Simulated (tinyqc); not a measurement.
From results to parameters: minimal-basis H2. Computed by the program tinyqc with PySCF.

Problem. For two electrons in the two orbitals of minimal-basis H2, the CIS energies are e2 - e1 - J12 + 2 K12 and e2 - e1 - J12, and E_corr = D - sqrt(D^2 + K12^2) with 2D the energy of the double excitation. Find J12, K12, D, the MP2 energy and the weight of the double excitation.

orbital gap e2 - e1 = 0.42151351 hartree
CIS singlet and triplet energies (hartree): 0.397330  -0.106973
FCI correlation energy = -0.14382293 hartree

Solution. Half the singlet-triplet splitting is K12, the gap less the triplet energy is J12, D = (E_corr^2 - K12^2)/(2 E_corr), MP2 is -K12^2/(2 gap), and the weight is c^2/(1 + c^2) with c = E_corr/K12.

J12, K12, D (hartree): 0.5285  0.2522  0.1491
MP2 correlation energy = -0.07542 hartree
weight of the double excitation = 0.245
